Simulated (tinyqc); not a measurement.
Coherent transport through a tight-binding region between two chains, step by step. One step of it, computed by the program tinyqc.

Question. Transmission at E = 0.05 eV. Surface Green function g = (E - i sqrt(4 t^2 - E^2)) / (2 t^2); self-energy tc^2 g on each contact site; G = (E - H - Sigma)^(-1); Gamma = -2 Im Sigma; T = Gamma_L Gamma_R |G_LR|^2; local density of states -Im G_ii / pi.

H of the central region (eV), lower triangle:
```
           1          2          3         4
1   0.000000
2  -0.740000   1.450000
3   0.000000  -0.740000   1.450000
4  -0.740000   0.000000  -0.740000  0.000000
```

Leads: semi-infinite chains with site energy 0:
```
parameter                           value
lead hopping t (eV)              2.400000
coupling to the left lead (eV)   1.410000
coupling to the right lead (eV)  0.490000
left contact site                       1
right contact site                      2
```

E = 0.050000 eV

Give: g; G; local density of states; transmission.

Answer.

g = 0.004-0.417i 1/eV

G (1/eV), lower triangle:
```
               1              2              3             4
1  -0.565-0.392i
2  -0.033-0.027i  -0.735-0.056i
3   0.499+0.346i  -0.015+0.020i  -0.524-0.306i
4   0.977+0.681i   0.707+0.094i   0.374-0.598i  0.001-1.226i
```

local density of states (1/eV): 0.125  0.018  0.097  0.390

transmission = 5.96e-04
